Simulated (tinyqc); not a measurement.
Worked calculation: extended Hueckel theory, for H4. Computed by tinyqc, a small Python program that keeps every step (integrals from PySCF). Settings: charge = 0, K = 1.75, weighted = 1, multiplicity = 1. Command: `OMP_NUM_THREADS=1 python tinyqc.py 26290 26291 out.jsonl` (the two numbers bound the seeds that draw the settings). One thread of a shared host (Intel(R) Xeon(R) Processor @ 2.60GHz), about 0.01 s of CPU time with the checks.

## Overlaps

Geometry (angstrom):
```
atom         x         y         z
H     0.000000  0.000000  0.000000
H     0.000000  0.000000  0.788000
H     0.000000  0.000000  2.014000
H     0.000000  0.000000  2.802000
```

Parameters chosen for this run:
```
element  shell  Slater exponent   H_ii (eV)
H           1s         1.300000  -13.600000
```

Slater orbitals, each expanded in six Gaussians scaled to its exponent.

overlap S, lower triangle:
```
          1H 1s     2H 1s     3H 1s     4H 1s
1H 1s  1.000000
2H 1s  0.603910  1.000000
3H 1s  0.100147  0.346152  1.000000
4H 1s  0.024267  0.100147  0.603910  1.000000
```

## Wolfsberg-Helmholz matrix

diagonal H_ii (eV): 1H 1s -13.600000, 2H 1s -13.600000, 3H 1s -13.600000, 4H 1s -13.600000

K = 1.750000

H_ij = K' S_ij (H_ii + H_jj)/2 for i != j (the diagonal keeps H_ii), with K' = K + D^2 + D^4 (1 - K), D = (H_ii - H_jj)/(H_ii + H_jj), K = 1.75.

H (eV), lower triangle:
```
            1H 1s       2H 1s       3H 1s       4H 1s
1H 1s  -13.600000
2H 1s  -14.373063  -13.600000
3H 1s   -2.383500   -8.238419  -13.600000
4H 1s   -0.577548   -2.383500  -14.373063  -13.600000
```

## Orbitals

valence electrons = 4

Solve H C = S C e through S^(-1/2); fill by pairs from the bottom, a degenerate level sharing its electrons equally; each orbital has its largest coefficient positive (the first on a tie).

orbital energies (eV): -18.452484  -16.208671  -1.769342  11.871451

occupations: 2.000000  2.000000  0.000000  0.000000

coefficients:
```
            MO1        MO2        MO3        MO4
1H 1s  0.319154   0.492631   0.812586  -0.779889
2H 1s  0.400342   0.359775  -0.647795   1.067883
3H 1s  0.400342  -0.359775  -0.647795  -1.067883
4H 1s  0.319154  -0.492631   0.812586   0.779889
```

sum of one-electron energies = -69.322310 eV

## Mulliken analysis

P = C n C^T; charge = valence electrons (H 1) minus the sum of (P S)_ii on the atom; overlap population = 2 sum P_ij S_ij between two atoms.

charges: 1H -0.040741, 2H 0.040741, 3H 0.040741, 4H -0.040741

Overlap populations:
```
pair      value
2-1    0.736788
3-1   -0.019815
3-2    0.042696
4-1   -0.013670
4-2   -0.019815
4-3    0.736788
```
